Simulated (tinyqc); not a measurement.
Starting guesses with DIIS over 6 matrices: SCF starting guesses in the 6-31g basis, for H2, spin multiplicity 3. Computed by the program tinyqc with PySCF. 

Geometry (angstrom):

| atom | x | y | z |
|---|---|---|---|
| H | 0.0000 | 0.0000 | 0.0000 |
| H | 0.0000 | 0.0000 | 0.8250 |

lowest solution found by these runs and by PySCF with stability checks = -0.799891 hartree

UHF with one setting changed at a time; a run stops when the energy changes by less than 1e-09 hartree and the error matrix is below 1e-5. Starts: the lowest orbitals of the core Hamiltonian, of the Wolfsberg-Helmholz matrix (K = 1.75), projected atomic densities, random orbitals, and the highest orbitals of the core Hamiltonian (a deliberately bad start).

Largest element of the error matrix X^T (FDS - SDF) X:

| iteration | core | Wolfsberg-Helmholz | atomic densities | random | highest core orbitals |
|---|---|---|---|---|---|
| 1 | 8.4e-02 | 2.8e-01 | 2.1e-01 | 4.9e-01 | 6.7e-02 |
| 2 | 2.2e-02 | 9.2e-02 | 1.5e-02 | 1.7e-01 | 5.3e-02 |
| 3 | 3.5e-04 | 7.3e-04 | 3.3e-03 | 2.8e-02 | 8.6e-03 |
| 4 | 1.3e-05 | 2.2e-04 | 4.9e-05 | 6.5e-03 | 7.0e-04 |
| 5 | 3.5e-06 | 1.7e-04 | 2.7e-05 | 4.1e-04 | 3.4e-04 |
| 6 | - | 1.4e-04 | 2.0e-05 | 1.6e-05 | 2.3e-04 |
| 8 | - | 2.7e-07 | 5.0e-08 | - | 1.3e-06 |

How each run ends:

| run | iterations | E (hartree) | state |
|---|---|---|---|
| core | 5 | -0.799891 | lowest found |
| Wolfsberg-Helmholz | 9 | -0.799891 | lowest found |
| atomic densities | 8 | -0.799891 | lowest found |
| random | 7 | -0.799891 | lowest found |
| highest core orbitals | 9 | -0.799891 | lowest found |

5 of 5 runs reach the lowest solution found, in 5 to 9 iterations (fastest: core). The first errors are 8e-02, 3e-01, 2e-01, 5e-01, 7e-02; the deliberately bad start has the smallest one, so a small first error does not mark a good start.
